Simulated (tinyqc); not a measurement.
MOSFET in the linear regime without short-channel effects, parameter extraction from computed curves: one step of the calculation.

Inversion charge Q = Cox n Vt W0(exp((Vg - VT)/(n Vt))), W0 the Lambert function and n = nf; u = Q/Cox; mobility mu = mu0/(1 + th1 u + th2 u^2); channel resistance Rch = (L - dL)/(W mu Q); Id = Vd/(Rch + Rsd/W). Cox = eps0 eox/tox. Small Vd, no channel-length or drain effects.

Problem. Transfer curve. u, mu, Rch and Id as defined.

Inputs (values chosen for the exercise); channel values of the order met in silicon transistors:
- T = 400 K (temperature)
- eox = 3.9 (relative permittivity of the gate insulator (close to silicon dioxide))
- tox = 1 nm (insulator thickness)
- mu0 = 190 cm^2/(V s) (low-field mobility)
- th1 = 0.45 1/V (first mobility attenuation factor)
- th2 = 0 1/V^2 (second mobility attenuation factor)
- VT = 0.22 V (threshold voltage)
- nf = 1.13 (body factor)
- W = 0.5 um (gate width)
- L = 0.19 um (drawn gate length)
- dL = 0.014 um (drawn less effective length)
- Rsd = 200 ohm um (source plus drain resistance)
- Vd = 0.01 V (drain voltage)

Constants: q = 1.602176634e-19 C, kB = 1.380649e-23 J/K, Vt = kB T/q, eps0 = 8.8541878128e-14 F/cm where lengths are in cm. Results are converted to the units shown.

```
point,Vg (V)
0,-0.08
1,0.07
2,0.22
3,0.37
4,0.52
5,0.67
6,0.82
7,0.97
8,1.12
9,1.27
10,1.42
11,1.57
```

Wanted: u; mu; Rch; Id.

Solution.

```
point,u (V),mu (cm^2/(V s)),Rch (ohm),Id (uA)
0,1.759e-5,190.0,3.050e7,3.279e-4
1,8.109e-4,189.9,6.618e5,0.01510
2,0.02209,188.1,2.453e4,0.4012
3,0.1097,181.1,5133,1.807
4,0.2307,172.1,2567,3.371
5,0.3631,163.3,1719,4.719
6,0.5005,155.1,1313,5.837
7,0.6409,147.5,1079,6.764
8,0.7831,140.5,926.5,7.538
9,0.9266,134.1,820.5,8.194
10,1.071,128.2,742.4,8.753
11,1.216,122.8,682.6,9.237
```

Computed by the program tinyqc: `OMP_NUM_THREADS=1 python tinyqc.py 2210151 2210152 out.jsonl`, one thread of a shared Intel Xeon 2.30GHz, about 0.01 s for the whole run.
